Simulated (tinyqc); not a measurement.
Van der Pauw, Hall and four-point-probe measurements on a doped layer: correction factor against the shape of the sample.

A uniform p-type layer with sheet resistance Rs = 1/(q ns mu), point contacts, low field (mu B small).

Rs = 1/(q ns mu). For a rectangle with contacts at the corners, RA = (8 Rs/pi) sum_(k>=0) ln coth((2k + 1) pi a/(2 b)) with current along a short side b and voltage along the opposite one, RB the same with a and b exchanged. ar = a/b. F = Rs/[(pi/ln 2)(RA + RB)/2]; small-asymmetry estimate 1 - (ln 2/2) d^2 - ((ln 2)^2/4 - (ln 2)^3/12) d^4 with d = (RB - RA)/(RB + RA).

Inputs (values chosen for the exercise): sheet density of the layer ns = 2.2e13 cm^-2; drift mobility mu = 95 cm^2/(V s).

Constants: q = 1.602176634e-19 C. Results are converted to the units shown.

Result of one run:

| ar | RA (ohm) | RB (ohm) | RB/RA | F | estimate of F |
|---|---|---|---|---|---|
| 1.46 | 154.9 | 1801 | 11.62 | 0.6738 | 0.7082 |

What becomes of these results when the side ratio a/b of a rectangular sample with corner contacts ar is changed from 1.46 to 1, all else the same?

Result of the changed run:

| ar | RA (ohm) | RB (ohm) | RB/RA | F | estimate of F |
|---|---|---|---|---|---|
| 1 | 658.9 | 658.9 | 1.000 | 1.000 | 1.000 |

The whole series:

| ar | RA (ohm) | RB (ohm) | RB/RA | F | estimate of F |
|---|---|---|---|---|---|
| 1 | 658.9 | 658.9 | 1.000 | 1.000 | 1.000 |
| 1.23 | 319.3 | 1192 | 3.734 | 0.8718 | 0.8741 |
| 1.46 | 154.9 | 1801 | 11.62 | 0.6738 | 0.7082 |
| 1.69 | 75.22 | 2449 | 32.55 | 0.5221 | 0.6213 |
| 1.91 | 37.68 | 3087 | 81.92 | 0.4217 | 0.5862 |
| 2.14 | 18.30 | 3764 | 205.8 | 0.3484 | 0.5713 |
| 2.37 | 8.883 | 4447 | 500.6 | 0.2958 | 0.5653 |
| 2.6 | 4.313 | 5131 | 1190 | 0.2566 | 0.5628 |

RB/RA rises from 1.00 to 1190 and F falls from 1.00 to 0.257. The estimate is 5.1 % above F at a/b = 1.46 and 2.19 times it in the last row. RA shrinks about as exp(-pi a/b): by a factor of 2.06 between the last two rows, against 2.06.

Numbers from tinyqc (`OMP_NUM_THREADS=1 python tinyqc.py 2850117 2850118 out.jsonl`; about 0.01 s on one thread of a shared Intel Xeon 2.30GHz).
